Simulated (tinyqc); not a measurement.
Implant damage, amorphisation by cascade overlap, and solid-phase epitaxial regrowth. From one set of inputs to another, one input at a time. Computed by tinyqc, a small Python program. Command: `OMP_NUM_THREADS=1 python tinyqc.py 3112032 3112033 out.jsonl sper ladder`. One thread of a shared host (Intel(R) Xeon(R) Processor @ 2.30GHz), about 0.01 s of CPU time with the checks.

Range and width of the damage are inputs. Dynamic annealing enters only through the surviving share f.

The inputs printed are set A. Set A is modelled on arsenic ions in silicon; the values taken over come from a set modelled on germanium ions in silicon. Inputs not listed in the table keep their values of set A, so the rows need not describe a real material.

Inputs (values chosen for the exercise, modelled on arsenic ions in silicon):

| quantity | value | unit |
|---|---|---|
| atomic density N | 49.9 | 1/nm^3 |
| ion Z1 | 33 | - |
| ion mass M1 | 74.9 | u |
| target Z2 | 14 | - |
| target mass M2 | 28.09 | u |
| ion energy E | 98 | keV |
| displacement energy E_d | 14 | eV |
| depth of the damage peak R_d | 57 | nm |
| width of the damage profile s_d | 27 | nm |
| share of defects that survive f | 0.87 | - |
| critical displaced share x_c | 0.19 | - |
| dose Q | 9.4e+14 | 1/cm^2 |

Constants: a_0 = 0.529177210903 angstrom; e^2/(4 pi eps_0) = 14.39964548 eV angstrom.

Method:
- Robinson partition: eps = E a M2/(Z1 Z2 (e^2/(4 pi eps_0)) (M1 + M2)), a = 0.8853 a_0/sqrt(Z1^(2/3) + Z2^(2/3)); k = 0.0793 Z1^(2/3) Z2^(1/2) (M1 + M2)^(3/2)/((Z1^(2/3) + Z2^(2/3))^(3/4) M1^(3/2) M2^(1/2)); damage energy T_d = E/(1 + k (eps + 0.40244 eps^(3/4) + 3.4008 eps^(1/6))); displacements nu = 0.8 T_d/(2 E_d).
- Displaced share x(z) = f nu Q exp(-(z - R_d)^2/(2 s_d^2))/(sqrt(2 pi) s_d N); the layer is amorphous where x > x_c, between R_d -/+ s_d sqrt(2 ln(x_max/x_c)), the upper edge being cut at the surface. Threshold dose Q_c = Q x_c/x_max.
- Displaced atoms per area beyond the lower edge z2: f nu Q (1/2) erfc((z2 - R_d)/(sqrt2 s_d)); they are not removed by regrowth.

Each row keeps all changes above it:

| input moved | from | to | threshold dose Q_c (1/cm^2) | lower edge (nm) | displaced atoms beyond z2 (1/cm^2) |
|---|---|---|---|---|---|
| set A | - | - | 3.7589e+13 | 125.51 | 8.9605e+15 |
| displacement energy E_d (eV) | 14 | 16 | 4.2958e+13 | 124.07 | 9.1152e+15 |
| width of the damage profile s_d (nm) | 27 | 6.3 | 1.0024e+13 | 75.99 | 1.8123e+15 |
| critical displaced share x_c | 0.19 | 0.081 | 4.2732e+12 | 77.69 | 7.1758e+14 |
| ion energy E (keV) | 98 | 22 | 1.7219e+13 | 74.82 | 8.1509e+14 |
| dose Q (1/cm^2) | 9.4e+14 | 8e+14 | 1.7219e+13 | 74.46 | 8.2920e+14 |
| depth of the damage peak R_d (nm) | 57 | 11 | 1.7219e+13 | 28.46 | 8.2920e+14 |

Threshold dose Q_c goes from 3.76e13 to 1.72e13, a factor 0.458 in all. The largest single move comes from width of the damage profile s_d (a factor 0.233), and ion energy E works against it (a factor 4.03). Lower edge goes from 126 to 28.5, a factor 0.227 in all. The largest single move comes from depth of the damage peak R_d (a factor 0.382). Displaced atoms beyond z2 goes from 8.96e15 to 8.29e14, a factor 0.0925 in all. The largest single move comes from width of the damage profile s_d (a factor 0.199). The single moves hold for this order of the switches; the total does not depend on the order.

Extremes, crossings and ranges named in words are read from the listed rows.
